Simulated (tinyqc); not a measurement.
Born-Mayer model of an ionic crystal AB: one step, computed by the program tinyqc.

Energies are per ion pair and r is the nearest distance of unlike ions.

Task: Terms of the lattice energy. Madelung constant M, unlike neighbours z1, like neighbours z2 at f r, volume per pair: rock salt 1.747565, 6, 12, sqrt2, 2 r^3; caesium chloride 1.762675, 8, 6, 2/sqrt3, 8 r^3/(3 sqrt3); zinc blende 1.638055, 4, 12, sqrt(8/3), 16 r^3/(3 sqrt3). U(r) = -M z^2 e^2/(4 pi eps_0 r) + z1 lambda exp(-r/rho).

Inputs (values chosen for the exercise, for a model salt): ionic charge z = 1; unlike repulsion lambda = 482 eV; range rho = 0.322 angstrom.

Structure: zinc blende. Short range: nearest neighbours only.

equilibrium distance r0 = 2.326635 angstrom

Constants: e^2/(4 pi eps_0) = 14.39964548 eV angstrom.

Give: terms; lattice energy U.

Result:

terms (eV): Coulomb -10.14, unlike repulsion 1.40

lattice energy U = -8.735 eV per pair

The short-range terms together cancel 13.8 % of the Coulomb energy, which is rho/r0 = 0.1384: U = -(M z^2 e^2/(4 pi eps_0 r0))(1 - rho/r0).
